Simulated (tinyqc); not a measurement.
Diamond against structures with more neighbours: Stillinger-Weber potential for a tetrahedral semiconductor. Computed by tinyqc, a small Python program. Command: `OMP_NUM_THREADS=1 python tinyqc.py 3025248 3025249 out.jsonl swsi walk`. One thread of a shared host (Intel(R) Xeon(R) Processor @ 2.30GHz), about 0.03 s of CPU time with the checks.

With x = r/sigma: pair term eps A (B x^-4 - 1) exp(1/(x - a)); for each pair of neighbours j, k of atom i, three-body term eps lambda exp(gamma/(x_ij - a) + gamma/(x_ik - a)) (cos theta_jik + 1/3)^2; both vanish beyond x = a. A = 7.049556277, B = 0.6022245584, a = 1.8.

Inputs (values chosen for the exercise, modelled on silicon):

| quantity | value | unit |
|---|---|---|
| energy scale eps | 2.216 | eV |
| length scale sigma | 2.096 | angstrom |
| three-body strength lambda | 23.1 | - |
| gamma | 1.2 | - |

Method. Each structure is relaxed in its neighbour distance d (lowest minimum for d between sigma and 1.7 sigma), with all neighbours inside the cut-off, second shells too where they fall inside.

Energies per atom (eV):

| structure | first neighbours | d (angstrom) | pair | three-body | total | volume (angstrom^3) |
|---|---|---|---|---|---|---|
| diamond | 4 | 2.3527 | -4.4320 | 0.0000 | -4.4320 | 20.049 |
| simple cubic | 6 | 2.6339 | -5.6434 | 1.6478 | -3.9956 | 18.273 |
| bcc | 8 | 2.8295 | -6.2107 | 2.2888 | -3.9219 | 17.439 |
| fcc | 12 | 2.9528 | -6.1623 | 2.3662 | -3.7961 | 18.205 |

What follows from these numbers?

The order is diamond < simple cubic < bcc < fcc, the lowest two 0.436 eV apart. Against diamond the pair energy changes by -1.21 (simple cubic), -1.78 (bcc), -1.73 (fcc) eV, while angles away from 109.47 degrees cost 1.65, 2.29, 2.37 eV; the bonds stretch to 2.95 angstrom in fcc to weaken that penalty.

Extremes, crossings and ranges named in words are read from the listed rows.
